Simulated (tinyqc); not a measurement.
Scattering rates of a carrier in a spherical band by Fermi's golden rule. Changing the ionised impurity density N_I. Computed by tinyqc, a small Python program. Command: `OMP_NUM_THREADS=1 python tinyqc.py 3016979 3016980 out.jsonl scatter sweep`. One thread of a shared host (Intel(R) Xeon(R) Processor @ 2.30GHz), about 0.01 s of CPU time with the checks.

All processes here are isotropic or elastic, and the rate listed is the momentum relaxation rate.

Inputs (values chosen for the exercise, modelled on electrons in diamond):
```
quantity,value,unit
density-of-states mass of one valley m,0.495,m_0
static permittivity eps_s,5.7,-
density rho,3515,kg/m^3
sound velocity v_l,18400,m/s
acoustic deformation potential D_A,8.2,eV
phonon energy hbar w,147,meV
optical or intervalley deformation potential D_o,7.6,1e8 eV/cm
final valleys Z_f,5,-
temperature T,200,K
carrier energy E,170,meV
```

Crystal: non-polar. Band: parabolic. Impurity formula: Brooks-Herring. Further scattering: none.

Constants: k_B = 8.617333262e-05 eV/K; eps_0 = 8.8541878128e-12 F/m; k_B = 1.380649e-23 J/K; e = 1.602176634e-19 C; m_0 = 9.1093837015e-31 kg; hbar = 1.054571817e-34 J s; hbar = 6.582119569e-16 eV s.

Method:
- Phonon occupation N_q = 1/(exp(hbar w/(k_B T)) - 1).
- Debye screening by free carriers of density N_I: L_s = sqrt(eps_s eps_0 k_B T/(e^2 N_I)).
- Parabolic band: E = hbar^2 k^2/(2 m), speed v = hbar k/m, states per spin, volume and energy g(E) = m k/(2 pi^2 hbar^2). Masses are multiplied by m_0 and all formulas are in SI units.
- Singly charged impurities, momentum relaxation: 1/tau = N_I e^4 m (1 + 2 alpha E) Phi/(8 pi (eps_s eps_0)^2 hbar^3 k^3), with alpha = 0 for a parabolic band.
- Brooks-Herring: Phi = ln(1 + b) - b/(1 + b), b = 4 k^2 L_s^2.
- Acoustic deformation potential (elastic, equipartition, absorption and emission together): 1/tau = 2 pi k_B T D_A^2 g(E)/(hbar rho v_l^2).
- Optical or intervalley deformation potential: 1/tau = (pi Z_f D_o^2/(rho w)) [N_q g(E + hbar w) + (N_q + 1) g(E - hbar w)], with g = 0 below the band edge.
- Rates add: 1/tau_m is the sum, and the mean free path is v tau_m.

One run for each value:
```
ionised impurity density N_I (1/cm^3),ionised-impurity rate (1/s),momentum relaxation time tau_m (fs),mean free path (nm),b
1.00e+14,1.4565e+09,246.05,85.520,4.7963e+05
4.20e+14,5.3907e+09,245.81,85.437,1.1420e+05
1.80e+15,1.9945e+10,244.93,85.133,2.6646e+04
7.50e+15,7.0202e+10,241.96,84.098,6.3951e+03
1.30e+17,7.7052e+11,206.90,71.912,3.6895e+02
5.60e+17,2.3451e+12,156.06,54.241,8.5648e+01
2.40e+18,6.0517e+12,98.87,34.364,1.9985e+01
1.00e+19,1.1210e+13,65.48,22.758,4.7963e+00
```

Give the missing row, ionised impurity density N_I (1/cm^3) = 3.20e+16.

Computed row; columns: (1) ionised impurity density N_I (1/cm^3); (2) ionised-impurity rate (1/s); (3) momentum relaxation time tau_m (fs); (4) mean free path (nm); (5) b:
```
(1)              (2)     (3)     (4)         (5)
3.20e+16  2.4359e+11  232.21  80.712  1.4988e+03
```

Interpolating between the two neighbouring rows (the first column on a logarithmic scale, the others too where they are positive) misses most in momentum relaxation time tau_m (fs), by 3.8 %. Over the rows, ionised-impurity rate (1/s) rises from 1.46e9 to 1.12e13 (exponent d ln y / d ln x 0.91 between the first rows and 0.43 between the last); momentum relaxation time tau_m (fs) falls from 246 to 65.5 (exponent d ln y / d ln x -6.7e-4 between the first rows and -0.29 between the last); mean free path (nm) falls from 85.5 to 22.8 (exponent d ln y / d ln x -6.7e-4 between the first rows and -0.29 between the last). The impurity rate grows more slowly than N_I because Phi shrinks as the screening length does: the rate per impurity falls by a factor 13.0 over the table. It passes half of the total rate between 5.60e17 and 2.40e18 per cm^3.

Caution (all rows): k times the effective Bohr radius is below 1, so the Born approximation behind the Brooks-Herring rate is rough. Caution (rows 2.40e18, 1.00e19): the doping exceeds half the effective density of states of one valley, so Debye screening (where used) and free final states are rough assumptions.

Extremes, crossings and ranges named in words are read from the listed rows.
